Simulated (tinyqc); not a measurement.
Current of a Schottky diode by thermionic-emission-diffusion theory, and its read-back from I-V-T and C-V data: one step, computed by the program tinyqc.

Full ionisation, no tunnelling, no recombination current. V is the voltage across the junction itself, forward positive.

Question. Read-back from the I-V curve. N_c(T) = N_c (T/300 K)^(3/2); V_bi = phi_0 - (k_B T/e) ln(N_c(T)/N); surface field F = sqrt(2 e N (V_bi - V - k_B T/e)/(eps eps_0)); image lowering d_phi = sqrt(e F/(4 pi eps eps_0)); effective barrier phi = phi_0 - d_phi. Collection velocity v_R = A* T^2/(e N_c(T)); diffusion velocity v_D = mu F; J = e N_c(T) v_R/(1 + v_R/v_D) exp(-phi/k_B T) [exp(e V/k_B T) - 1]. Ideality n = (e/k_B T)/(d ln J/dV) by a central difference of +/- 1 mV; J_0 = J exp(-e V/(n k_B T)); apparent barrier phi_IV = k_B T ln(A* T^2/J_0); a C-V plot gives phi_CV = phi_0, the mean without lowering.

Inputs (values chosen for the exercise, modelled on n-type silicon):
```
quantity                                     value          unit
Richardson constant A*                         115  A/(cm^2 K^2)
effective density of states at 300 K, N_c  2.9e+19        1/cm^3
permittivity eps                              11.7             -
mobility mu                                   1400    cm^2/(V s)
barrier without image force phi_0            0.764            eV
doping N                                     5e+16        1/cm^3
junction voltage V                            0.24             V
temperature T                                  423             K
```

Barrier: uniform.

Constants: k_B = 8.617333262e-05 eV/K; e = 1.602176634e-19 C; eps_0 = 8.8541878128e-12 F/m.

Give: ideality factor n; extrapolated J_0; apparent barrier phi_IV; phi_CV - phi_IV.

Answer.

ideality factor n = 1.031

extrapolated J_0 = 0.04047 A/cm^2

apparent barrier phi_IV = 0.7307 eV

phi_CV - phi_IV = 33.26 meV
